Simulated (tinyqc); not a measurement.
Implant damage, amorphisation by cascade overlap, and solid-phase epitaxial regrowth. From temperature at which regrowth ends back to ramp rate. Computed by tinyqc, a small Python program. Command: `OMP_NUM_THREADS=1 python tinyqc.py 3112378 3112379 out.jsonl sper inv`. One thread of a shared host (Intel(R) Xeon(R) Processor @ 2.30GHz), about 0.03 s of CPU time with the checks.

Range and width of the damage are inputs. Dynamic annealing enters only through the surviving share f.

Inputs (values chosen for the exercise, modelled on fluorine ions in silicon):
```
quantity                           value    unit
atomic density N                    49.9  1/nm^3
ion Z1                                 9       -
ion mass M1                           19       u
target Z2                             14       -
target mass M2                     28.09       u
ion energy E                         7.7     keV
displacement energy E_d               16      eV
depth of the damage peak R_d         8.6      nm
width of the damage profile s_d      5.7      nm
share of defects that survive f      0.4       -
critical displaced share x_c        0.09       -
dose Q                           4.3e+14  1/cm^2
regrowth prefactor v0            3.6e+15    nm/s
regrowth energy E_a                 2.69      eV
anneal temperature                   692       C
rate relative to (100)              0.04       -
peak enhancement by the dopant         3       -
```

Constants: a_0 = 0.529177210903 angstrom; e^2/(4 pi eps_0) = 14.39964548 eV angstrom; k_B = 8.617333262e-05 eV/K.

Method:
- Robinson partition: eps = E a M2/(Z1 Z2 (e^2/(4 pi eps_0)) (M1 + M2)), a = 0.8853 a_0/sqrt(Z1^(2/3) + Z2^(2/3)); k = 0.0793 Z1^(2/3) Z2^(1/2) (M1 + M2)^(3/2)/((Z1^(2/3) + Z2^(2/3))^(3/4) M1^(3/2) M2^(1/2)); damage energy T_d = E/(1 + k (eps + 0.40244 eps^(3/4) + 3.4008 eps^(1/6))); displacements nu = 0.8 T_d/(2 E_d).
- Displaced share x(z) = f nu Q exp(-(z - R_d)^2/(2 s_d^2))/(sqrt(2 pi) s_d N); the layer is amorphous where x > x_c, between R_d -/+ s_d sqrt(2 ln(x_max/x_c)), the upper edge being cut at the surface. Threshold dose Q_c = Q x_c/x_max.
- v = v0 x orientation factor x exp(-E_a/(k_B T)) x [1 + (enhancement - 1) exp(-(z - R_d)^2/(2 s_d^2))], T = anneal temperature + 273.15 K; the dopant is taken to follow the damage profile; the lower front moves from the lower edge z2 to the surface, or to the middle (z1 + z2)/2 of a buried layer with upper edge z1; time = int dz/v; the equivalent undoped distance is that time times the undoped velocity.
- On a linear ramp from 200 C regrowth ends at the T_f where int v_undoped dT/(ramp rate) equals the equivalent undoped distance.

Problem. A run gave the result below. Find the ramp rate, known to lie between 1.7 and 4.3 K/s.

temperature at which regrowth ends = 673.3631 C

Solution.

Each step takes the trial c = (a f_b - b f_a)/(f_b - f_a), f being the result less the target and a, b, c the logarithms of the listed values; c replaces end b, the old b replaces a if the sign of f changed, and otherwise f_a is halved.

Scan of the range:
```
ramp rate (K/s)  temperature at which regrowth ends (C)
1.70                                            662.970
1.98                                            667.031
2.32                                            671.288
2.70                                            675.399
3.16                                            679.699
3.68                                            683.900
4.30                                            688.230
```

False position (Illinois rule, in the logarithm of the input) inside the bracket:
```
step    end a    end b    trial  temperature at which regrowth ends (C)
1     2.32000  2.70000  2.50459                                 673.359
2     2.70000  2.50459  2.50499                                 673.363
3     2.70000  2.50499  2.50500                                 673.363
4     2.50499  2.50500  2.50500                                 673.363
```

Temperature at which regrowth ends rises at every point of a 13-point scan of the range (every second point is shown), so one value fits; it is bracketed by 2.32 and 2.70. Answer: ramp rate = 2.505 K/s.

Caution: regrowth on (111) is not only slow but leaves twins, which a single velocity does not describe.
